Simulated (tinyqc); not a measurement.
Harmonic frequencies on the RHF/sto-6g surface (energies and gradients from PySCF), for BeH+, spin multiplicity 1, step by step. One step of it, computed by the program tinyqc.

Task: Normal modes. Diagonalise H_ij / sqrt(m_i m_j); the 5 smallest eigenvalues belong to translations and rotations; wavenumber = sqrt(eigenvalue / 1822.888) x 219474.63; each mode has its largest component positive (the first on a tie); zero-point energy = sum of wavenumbers / 2, with 349.755 1/cm per kcal/mol.

Hessian (symmetrised) (hartree/bohr^2):
```
             1Bex         1Bey         1Bez          2Hx          2Hy          2Hz
1Bex  -0.00000003   0.00000000   0.00000000   0.00000003   0.00000000   0.00000000
1Bey   0.00000000  -0.00000003   0.00000000   0.00000000   0.00000003   0.00000000
1Bez   0.00000000   0.00000000   0.21842806   0.00000000   0.00000000  -0.21842806
2Hx    0.00000003   0.00000000   0.00000000  -0.00000003   0.00000000   0.00000000
2Hy    0.00000000   0.00000003   0.00000000   0.00000000  -0.00000003   0.00000000
2Hz    0.00000000   0.00000000  -0.21842806   0.00000000   0.00000000   0.21842806
```

masses (u): 1Be 9.012182, 2H 1.007825

Give: eigenvalues of the mass-weighted Hessian; harmonic wavenumbers of the vibrations; mass-weighted modes; zero-point energy.

Result:

eigenvalues of the mass-weighted Hessian (hartree/(bohr^2 u)): 0.0000  0.0000  0.0000  0.0000  0.0000  0.2410

harmonic wavenumbers of the vibrations (1/cm): 2523.4

mass-weighted modes:
```
       mode 1
1Bex   0.0000
1Bey   0.0000
1Bez  -0.3171
2Hx    0.0000
2Hy    0.0000
2Hz    0.9484
```

zero-point energy = 3.6074 kcal/mol
